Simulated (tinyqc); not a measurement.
Empirical pseudopotential in a few plane waves, step by step. One step of it, computed by the program tinyqc.

Task: Bloch Hamiltonian at G. Basis: the 15 shortest G (labels in 2 pi/a), the same at every k. H(G,G') = c |k + G|^2 delta + VS(|G-G'|^2) cos((G-G').tau) + i VA sin((G-G').tau), tau = a/8 (1,1,1); 1 Ry = 13.605693 eV.

Parameters chosen for this model: fcc lattice, atoms at +/- a/8 (1,1,1); form factors in rydberg at |G|^2 in units of (2 pi/a)^2:
```
parameter                 value      unit
a                      5.520000  angstrom
VS(3)                 -0.247000        Ry
VS(8)                  0.013000        Ry
VS(11)                 0.056000        Ry
VA(3)                  0.102000        Ry
VA(4)                  0.091000        Ry
VA(11)                 0.020000        Ry
hbar^2/2m (2 pi/a)^2   4.936334        eV
```

k point G (2 pi / a): 0  0  0

Give: H(k) at G.

Result:

H(k) at G (eV):
```
                 +0+0+0           -1-1-1           -1-1+1           -1+1-1
+0+0+0           0.0000   2.3763+0.9813i  -2.3763+0.9813i  -2.3763+0.9813i
-1-1-1   2.3763-0.9813i          14.8090   0.0000-1.2381i   0.0000-1.2381i
-1-1+1  -2.3763-0.9813i   0.0000+1.2381i          14.8090           0.1769
-1+1-1  -2.3763-0.9813i   0.0000+1.2381i           0.1769          14.8090
-1+1+1  -2.3763+0.9813i          -0.1769   0.0000+1.2381i   0.0000+1.2381i
+1-1-1  -2.3763-0.9813i   0.0000+1.2381i           0.1769           0.1769
+1-1+1  -2.3763+0.9813i          -0.1769   0.0000+1.2381i           0.0000
+1+1-1  -2.3763+0.9813i          -0.1769           0.0000   0.0000+1.2381i
+1+1+1   2.3763+0.9813i           0.0000          -0.1769          -0.1769
-2+0+0   0.0000-1.2381i  -2.3763+0.9813i  -2.3763-0.9813i  -2.3763-0.9813i
+0-2+0   0.0000-1.2381i  -2.3763+0.9813i  -2.3763-0.9813i   0.5388-0.1924i
+0+0-2   0.0000-1.2381i  -2.3763+0.9813i   0.5388-0.1924i  -2.3763-0.9813i
+0+0+2   0.0000+1.2381i  -0.5388-0.1924i   2.3763+0.9813i  -0.5388+0.1924i
+0+2+0   0.0000+1.2381i  -0.5388-0.1924i  -0.5388+0.1924i   2.3763+0.9813i
+2+0+0   0.0000+1.2381i  -0.5388-0.1924i  -0.5388+0.1924i  -0.5388+0.1924i

                 -1+1+1           +1-1-1           +1-1+1           +1+1-1
+0+0+0  -2.3763-0.9813i  -2.3763+0.9813i  -2.3763-0.9813i  -2.3763-0.9813i
-1-1-1          -0.1769   0.0000-1.2381i          -0.1769          -0.1769
-1-1+1   0.0000-1.2381i           0.1769   0.0000-1.2381i           0.0000
-1+1-1   0.0000-1.2381i           0.1769           0.0000   0.0000-1.2381i
-1+1+1          14.8090           0.0000           0.1769           0.1769
+1-1-1           0.0000          14.8090   0.0000-1.2381i   0.0000-1.2381i
+1-1+1           0.1769   0.0000+1.2381i          14.8090           0.1769
+1+1-1           0.1769   0.0000+1.2381i           0.1769          14.8090
+1+1+1   0.0000+1.2381i          -0.1769   0.0000+1.2381i   0.0000+1.2381i
-2+0+0   2.3763-0.9813i   0.5388-0.1924i  -0.5388-0.1924i  -0.5388-0.1924i
+0-2+0  -0.5388-0.1924i  -2.3763-0.9813i   2.3763-0.9813i  -0.5388-0.1924i
+0+0-2  -0.5388-0.1924i  -2.3763-0.9813i  -0.5388-0.1924i   2.3763-0.9813i
+0+0+2  -2.3763+0.9813i  -0.5388+0.1924i  -2.3763+0.9813i   0.5388+0.1924i
+0+2+0  -2.3763+0.9813i  -0.5388+0.1924i   0.5388+0.1924i  -2.3763+0.9813i
+2+0+0   0.5388+0.1924i   2.3763+0.9813i  -2.3763+0.9813i  -2.3763+0.9813i

                 +1+1+1           -2+0+0           +0-2+0           +0+0-2
+0+0+0   2.3763-0.9813i   0.0000+1.2381i   0.0000+1.2381i   0.0000+1.2381i
-1-1-1           0.0000  -2.3763-0.9813i  -2.3763-0.9813i  -2.3763-0.9813i
-1-1+1          -0.1769  -2.3763+0.9813i  -2.3763+0.9813i   0.5388+0.1924i
-1+1-1          -0.1769  -2.3763+0.9813i   0.5388+0.1924i  -2.3763+0.9813i
-1+1+1   0.0000-1.2381i   2.3763+0.9813i  -0.5388+0.1924i  -0.5388+0.1924i
+1-1-1          -0.1769   0.5388+0.1924i  -2.3763+0.9813i  -2.3763+0.9813i
+1-1+1   0.0000-1.2381i  -0.5388+0.1924i   2.3763+0.9813i  -0.5388+0.1924i
+1+1-1   0.0000-1.2381i  -0.5388+0.1924i  -0.5388+0.1924i   2.3763+0.9813i
+1+1+1          14.8090  -0.5388-0.1924i  -0.5388-0.1924i  -0.5388-0.1924i
-2+0+0  -0.5388+0.1924i          19.7453           0.1769           0.1769
+0-2+0  -0.5388+0.1924i           0.1769          19.7453           0.1769
+0+0-2  -0.5388+0.1924i           0.1769           0.1769          19.7453
+0+0+2  -2.3763-0.9813i          -0.1769          -0.1769           0.0000
+0+2+0  -2.3763-0.9813i          -0.1769           0.0000          -0.1769
+2+0+0  -2.3763-0.9813i           0.0000          -0.1769          -0.1769

                 +0+0+2           +0+2+0           +2+0+0
+0+0+0   0.0000-1.2381i   0.0000-1.2381i   0.0000-1.2381i
-1-1-1  -0.5388+0.1924i  -0.5388+0.1924i  -0.5388+0.1924i
-1-1+1   2.3763-0.9813i  -0.5388-0.1924i  -0.5388-0.1924i
-1+1-1  -0.5388-0.1924i   2.3763-0.9813i  -0.5388-0.1924i
-1+1+1  -2.3763-0.9813i  -2.3763-0.9813i   0.5388-0.1924i
+1-1-1  -0.5388-0.1924i  -0.5388-0.1924i   2.3763-0.9813i
+1-1+1  -2.3763-0.9813i   0.5388-0.1924i  -2.3763-0.9813i
+1+1-1   0.5388-0.1924i  -2.3763-0.9813i  -2.3763-0.9813i
+1+1+1  -2.3763+0.9813i  -2.3763+0.9813i  -2.3763+0.9813i
-2+0+0          -0.1769          -0.1769           0.0000
+0-2+0          -0.1769           0.0000          -0.1769
+0+0-2           0.0000          -0.1769          -0.1769
+0+0+2          19.7453           0.1769           0.1769
+0+2+0           0.1769          19.7453           0.1769
+2+0+0           0.1769           0.1769          19.7453
```
